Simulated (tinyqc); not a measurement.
Changing the residual resistivity rho_0: Bloch-Grueneisen resistivity of a metal. Computed by tinyqc, a small Python program. Command: `OMP_NUM_THREADS=1 python tinyqc.py 3020644 3020645 out.jsonl bg sweep`. One thread of a shared host (Intel(R) Xeon(R) Processor @ 2.30GHz), about 0.01 s of CPU time with the checks.

Electrons scatter from a Debye spectrum of phonons (n = 5 for scattering within one band, n = 3 for scattering into a second, heavy band) and from static defects.

Inputs (values chosen for the exercise, modelled on platinum):
```
quantity                      value            unit
exponent n                        5               -
Debye temperature Theta         223               K
transport coupling lambda_tr   0.49               -
Drude plasma energy hbar w_p    6.9              eV
temperature T                   295               K
coefficient A of T^2            5.8  picoohm cm/K^2
```

Addition: T^2 term.

Constants: k_B = 1.380649e-23 J/K; hbar = 1.054571817e-34 J s; eps_0 = 8.8541878128e-12 F/m; hbar = 6.582119569e-16 eV s; k_B = 8.617333262e-05 eV/K.

Method:
- J_n(y) = int_0^y x^n e^x/(e^x - 1)^2 dx, by 96 Gauss-Legendre points (upper limit at most 60).
- rho_ph = (n - 1) rho_1 (T/Theta)^n J_n(Theta/T), with rho_1 = 2 pi lambda_tr k_B Theta/(hbar eps_0 w_p^2), the high-temperature line at T = Theta.
- rho = rho_0 + A T^2 + rho_ph.
- Temperature coefficient (1/rho) d rho/dT by a central difference of +/- 0.5 K; residual ratio rho(295 K)/rho(4.2 K); scattering time tau = 1/(eps_0 w_p^2 rho); Wiedemann-Franz kappa = L_0 T/rho, L_0 = (pi^2/3)(k_B/e)^2.

One run for each value; columns: (1) residual resistivity rho_0 (microohm cm); (2) temperature coefficient (1e-3/K); (3) residual resistance ratio; (4) resistivity rho (microohm cm):
```
(1)        (2)         (3)     (4)
0.002   3.7320  5.8430e+03  12.347
0.0073  3.7304  1.6663e+03  12.353
0.026   3.7247  4.7376e+02  12.371
0.095   3.7041  1.3080e+02  12.440
0.35    3.6297  3.6261e+01  12.695
1.3     3.3770  1.0496e+01  13.645
4.6     2.7193  3.6837e+00  16.945
17      1.5703  1.7262e+00  29.345
60      0.6370  1.2058e+00  72.345
```

Over the rows, temperature coefficient (1e-3/K) falls from 3.73 to 0.637 (exponent d ln y / d ln x -3.3e-4 between the first rows and -0.72 between the last); residual resistance ratio falls from 5840 to 1.21 (exponent d ln y / d ln x -0.97 between the first rows and -0.28 between the last); resistivity rho (microohm cm) rises from 12.3 to 72.3 (exponent d ln y / d ln x 3.3e-4 between the first rows and 0.72 between the last). At the low end the exponent of residual resistance ratio is -0.97, close to -1: a clean metal, where the ratio is rho(295 K)/rho_0. The product rho times the coefficient, d rho/dT, stays at 46.1 nanoohm cm/K: Matthiessen's rule keeps it fixed.
